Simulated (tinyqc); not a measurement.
Bulk resistivity and mean free path from two films.

Question. In the thick-film limit single-crystal films obey rho = rho0 (1 + 3 (1 - ps) lam/(8 d)). Find rho0, lam and the product rho0 lam.

Inputs (values chosen for the exercise):
- ps = 0.4 (specular share of surface scattering)

rho at d = 82 and 210 nm (uohm cm): [1.8801250, 1.7642393]

Answer. rho is a straight line in 1/d: the intercept is rho0 and the slope (3/8)(1 - ps) rho0 lam. Without ps only the product (1 - ps) lam could be found.

rho0 = 1.690 uohm cm
lam = 41.00 nm
rho0 lam = 69.29 uohm cm nm

tinyqc, about 0.01 s, one thread, Intel Xeon 2.30GHz (shared host): `OMP_NUM_THREADS=1 python tinyqc.py 2100028 2100029 out.jsonl`
